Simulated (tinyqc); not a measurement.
Monte Carlo simulation of one carrier in a uniform electric field: one step, computed by the program tinyqc.

The force e F acts along +z. Flights end at the constant total rate Gamma; the part of Gamma that the real rates do not fill is self-scattering, which leaves k unchanged. One valley, no impurities; equivalent final valleys enter only through Z_f in the optical rate.

Task: Scattering event 1. Kane band: hbar^2 k^2/(2 m) = E (1 + alpha E), speed v = hbar k/(m (1 + 2 alpha E)), states per spin, volume and energy g(E) = m k (1 + 2 alpha E)/(2 pi^2 hbar^2); overlap factors are set to 1. Masses are multiplied by m_0 and all formulas are in SI units. Phonon occupation N_q = 1/(exp(hbar w/(k_B T)) - 1). Acoustic deformation potential (elastic, equipartition, absorption and emission together): 1/tau = 2 pi k_B T D_A^2 g(E)/(hbar rho v_l^2). Optical or intervalley deformation potential: 1/tau = (pi Z_f D_o^2/(rho w)) [N_q g(E + hbar w) + (N_q + 1) g(E - hbar w)], with g = 0 below the band edge. Choice: with cumulative rates in the order acoustic, absorption, emission, the process is the first whose sum exceeds r2 Gamma; if none, self-scattering. Final state: E' = E, E + hbar w or E - hbar w gives k'. Isotropic processes: cos(theta) = 1 - 2 r3 from the z axis, phi = 2 pi r4, k' (sin theta cos phi, sin theta sin phi, cos theta). Use row 1 of the random numbers.

Inputs (values chosen for the exercise, modelled on holes in silicon): effective mass m = 0.502 m_0; non-parabolicity alpha = 0.28 1/eV; density rho = 2329 kg/m^3; sound velocity v_l = 8920 m/s; acoustic deformation potential D_A = 5.3 eV; phonon energy hbar w = 60.2 meV; optical or intervalley deformation potential D_o = 8.6 1e8 eV/cm; final valleys Z_f = 1; lattice temperature T = 77 K.

Crystal: non-polar. Band: Kane.

k at the end of the flight (1/nm): [0.1800000, 0.0340000, -0.2541886]

Random numbers (0.02 to 0.98, from up to 60 sets tried for early real events), one row a flight, columns r1, r2, r3, r4:
```
[[0.7321, 0.8190, 0.9718, 0.7355],
 [0.2316, 0.5583, 0.3309, 0.3877],
 [0.6226, 0.2703, 0.3548, 0.8987],
 [0.6782, 0.7120, 0.6502, 0.8911],
 [0.3286, 0.8867, 0.1395, 0.5802],
 [0.8410, 0.1561, 0.0739, 0.1381],
 [0.0864, 0.9434, 0.4813, 0.4899]]
```

Gamma = 40.38081 1e12/s

Constants: hbar = 1.054571817e-34 J s; m_0 = 9.1093837015e-31 kg; e = 1.602176634e-19 C; k_B = 1.380649e-23 J/K; hbar = 6.582119569e-16 eV s; k_B = 8.617333262e-05 eV/K.

Give: cumulative rates; r2 Gamma; process chosen; k after event 1, the start of the next flight.

Result:

cumulative rates (1e12/s): acoustic 0.1615, absorption 0.1622, emission 0.1622

r2 Gamma = 33.07 1e12/s

Process chosen: self-scattering

k after event 1, the start of the next flight (1/nm): [0.1800, 0.0340, -0.2542]
